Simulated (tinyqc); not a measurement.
AlGaN/GaN HEMT with access regions, lumped model: one step of the calculation.

A polarisation-induced electron sheet under a Schottky gate, in series with two ungated access regions and contacts. Drift law v = mu E/(1 + mu E/vs) under the gate. Currents in mA/mm, resistances in ohm mm. No self-heating, no channel-length modulation; fits for polarisation, barrier and offset are chosen for the exercise.

Task. Drain current. Access resistance R(L, n) = L/(q mu n sqrt(1 - (I/(q n vs))^2)); Rs = Rc + R(Ls, n0), Rd = Rc + R(Ld, (1 - ft) n0). Vg' = Vg - I Rs, Vd' = Vd - I (Rs + Rd); with u = Vg' - VT, Vc = vs Lg/mu and w the smaller of Vd' and Vc [sqrt(1 + 2 u/Vc) - 1] (0 if negative), the channel gives (mu Cb/Lg)(u w - w^2/2)/(1 + w/Vc). I(new) is that channel current.

Parameters, values chosen for the exercise; values close to those of AlGaN/GaN structures:
```
symbol  value        unit                                               meaning
mu       1500  cm^2/(V s)                                      channel mobility
vs      1.3e7        cm/s                                   saturation velocity
Lg        0.5          um                                           gate length
Ls          2          um                                  source access length
Ld        1.5          um                                   drain access length
Rc        0.5      ohm mm                            resistance of each contact
ft        0.2              share of the drain-access electrons removed by traps
Vg          0           V                                          gate voltage
Vd          4           V                                         drain voltage
```

Constants: q = 1.602176634e-19 C. Results are converted to the units shown.

I at the start = 800 mA/mm
VT = -4.4885267 V
Cb = 0.40729264 uF/cm^2
n0 = 1.1410377e13 cm^-2

Find: Rs; Rd; Vg'; Vd'; channel current; I after iteration 1.

Result.

Rs = 1.2745 ohm mm
Rd = 1.2537 ohm mm
Vg' = -1.0196 V
Vd' = 1.9774 V
channel current = 1119.9 mA/mm
I after iteration 1 = 1119.9 mA/mm

Program tinyqc, `OMP_NUM_THREADS=1 python tinyqc.py 2570037 2570038 out.jsonl`; Intel Xeon 2.30GHz, shared host, one thread, about 0.01 s.
